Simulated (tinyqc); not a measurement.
## Via and link resistance from two via chains

Inverse problem. A chain of 5000 vias joined by 5000 metal links has R = 5000 (Rv + Rlink), with Rlink proportional to the link length. Find Rv, Rlink for length L, and the value of Rv that the short chain would give if the links were ignored.

resistance of chains of 5000 links with link lengths L and 3 L (ohm): [1.99e5, 2.17e5]

Solution. R per link is a straight line in the link length; its intercept at zero length is Rv.

Rv = 38.0 ohm
Rlink = 1.80 ohm
Rv without correction = 39.8 ohm

Program tinyqc, `OMP_NUM_THREADS=1 python tinyqc.py 2750003 2750004 out.jsonl`; Intel Xeon 2.30GHz, shared host, one thread, about 0.01 s.
